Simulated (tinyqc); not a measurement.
# Short-channel transistor, virtual-source model with series resistance, step by step

Computed by the program tinyqc: `OMP_NUM_THREADS=1 python tinyqc.py 2380120 2380121 out.jsonl`, one thread of a shared Intel Xeon 2.30GHz, about 0.02 s for the whole run. Printed values are rounded.

The current per gate width is the charge at the top of the source barrier (the virtual source) times its velocity times a saturation function; al and be are fitting constants of the model. Units: I in uA/um, Rs in ohm um, so I Rs = 1e-6 I Rs in volts; Q in uC/cm^2, so I = 1e-4 Q vx0 Fsat with vx0 in cm/s.

Inputs (values chosen for the exercise):
```
symbol   value        unit                                                         meaning
T          300           K                                                     temperature
Cinv      1.56     uF/cm^2                                           inversion capacitance
vx0     1.73e7        cm/s                                  velocity at the virtual source
mu          80  cm^2/(V s)                                               apparent mobility
L           45          nm                                                  channel length
VT0      0.366           V                                 threshold at zero drain voltage
dl       0.188         V/V                                  drain-induced barrier lowering
n0        1.36                                                         subthreshold factor
nd           0         1/V                                  growth of n with drain voltage
al         3.5              threshold shift (in units of Vt) from weak to strong inversion
be           2                                                     sharpness of saturation
Rs         200      ohm um                               series resistance of each contact
Vgs        0.6           V                                                    gate voltage
Vds        0.6           V                                                   drain voltage
```

Constants: q = 1.602176634e-19 C, kB = 1.380649e-23 J/K, Vt = kB T/q. Results are converted to the units shown.

## Iteration 1: current through the series resistance

I at the start = 0 uA/um

Intrinsic voltages Vg' = Vgs - I Rs, Vd' = Vds - 2 I Rs. n = n0 + nd Vd', VT = VT0 - dl Vd', Ff = 1/(1 + exp((Vg' - VT + al Vt/2)/(al Vt))), Q = Cinv n Vt ln(1 + exp((Vg' - VT + al Vt Ff)/(n Vt))), Vdsat = (vx0 L/mu)(1 - Ff) + Vt Ff, Fsat = u/(1 + u^be)^(1/be) with u = Vd'/Vdsat, and I(out) = Q vx0 Fsat per width. (Fsat takes the sign of u.) I(new) = I + 0.3 (I(out) - I).

Vg' = 0.6 V
Vd' = 0.6 V
VT = 0.2532 V
Ff = 0.0129605
Q = 0.542840 uC/cm^2
Vdsat = 0.960848 V
Fsat = 0.529662
I(out) = 497.413 uA/um
I after iteration 1 = 149.224 uA/um

## Iteration 2: current through the series resistance

As before.

Vg' = 0.570155 V
Vd' = 0.540310 V
VT = 0.264422 V
Ff = 0.0202540
Q = 0.479812 uC/cm^2
Vdsat = 0.953939 V
Fsat = 0.492836
I(out) = 409.091 uA/um
I after iteration 2 = 227.184 uA/um

## Course of the iteration: current through the series resistance

Stop when I changes by less than 1e-7 uA/um, or after 80 iterations.

Course of the iteration:
```
iteration	I (uA/um)	|change| (uA/um)
1	149.224	149
2	227.184	78.0
3	268.733	41.5
4	291.126	22.4
5	303.270	12.1
6	309.878	6.61
7	313.480	3.60
8	315.446	1.97
9	316.520	1.07
...	...	...
28	317.812	1.10e-5
29	317.812	6.03e-6
30	317.812	3.30e-6
31	317.812	1.80e-6
32	317.812	9.84e-7
33	317.812	5.38e-7
34	317.812	2.94e-7
35	317.812	1.61e-7
36	317.812	8.77e-8
```

Converged in 36 iterations. At the end each change is about 0.55 times the one before: linear convergence.

## What the series resistance costs

converged I = 317.812 uA/um
I0 = 497.413 uA/um

Intrinsic voltages Vg' = Vgs - I Rs, Vd' = Vds - 2 I Rs. n = n0 + nd Vd', VT = VT0 - dl Vd', Ff = 1/(1 + exp((Vg' - VT + al Vt/2)/(al Vt))), Q = Cinv n Vt ln(1 + exp((Vg' - VT + al Vt Ff)/(n Vt))), Vdsat = (vx0 L/mu)(1 - Ff) + Vt Ff, Fsat = u/(1 + u^be)^(1/be) with u = Vd'/Vdsat, and I = Q vx0 Fsat per width. I0 is the current for Rs = 0. Effective velocity I/Q; transit time L Q/I.

loss against I0 = 36.1070 %
effective velocity = 7.76460e6 cm/s
transit time = 0.579553 ps

The carriers leave the virtual source at 44.9 % of vx0: Vd' is not large against Vdsat.
